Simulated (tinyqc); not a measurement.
Stress in a transistor channel from embedded alloy regions, liners and fins, by half-space elasticity. Changing the length of a cut fin or stripe. Computed by tinyqc, a small Python program. Command: `OMP_NUM_THREADS=1 python tinyqc.py 3011191 3011192 out.jsonl stressor sweep`. One thread of a shared host (Intel(R) Xeon(R) Processor @ 2.30GHz), about 0.05 s of CPU time with the checks.

Plane strain in an isotropic half-space, the same constants everywhere; x along the channel from its centre, y downwards from the free surface; stress is positive in tension.

Inputs (values chosen for the exercise, modelled on silicon): height of the strained layer h = 26 nm.

Method. Shear-lag estimate for a stripe of length l and height h on a like substrate: the stress along it is s(x)/s_film = 1 - cosh(x/lam)/cosh(l/(2 lam)), lam = (pi/2) g h with g = 1.258; mean = 1 - (2 lam/l) tanh(l/(2 lam)).

One run for each value:

| length of a cut fin or stripe (nm) | share kept at the centre | share kept on average |
|---|---|---|
| 26 | 0.03118 | 0.02081 |
| 43 | 0.08159 | 0.05455 |
| 72 | 0.20363 | 0.13684 |
| 120 | 0.43279 | 0.29478 |
| 200 | 0.72012 | 0.50676 |
| 340 | 0.92698 | 0.69859 |
| 560 | 0.99141 | 0.81652 |
| 940 | 0.99979 | 0.89069 |
| 1600 | 1.00000 | 0.93578 |

Describe the trends.

Over the rows, share kept at the centre rises from 0.0312 to 1.000 (exponent d ln y / d ln x 1.9 between the first rows and 4.0e-4 between the last); share kept on average rises from 0.0208 to 0.936 (exponent d ln y / d ln x 1.9 between the first rows and 0.093 between the last).

Caution (rows 560, 940, 1600): far from the ends the true relaxation falls as h/x, more slowly than the exponential of the shear-lag model.
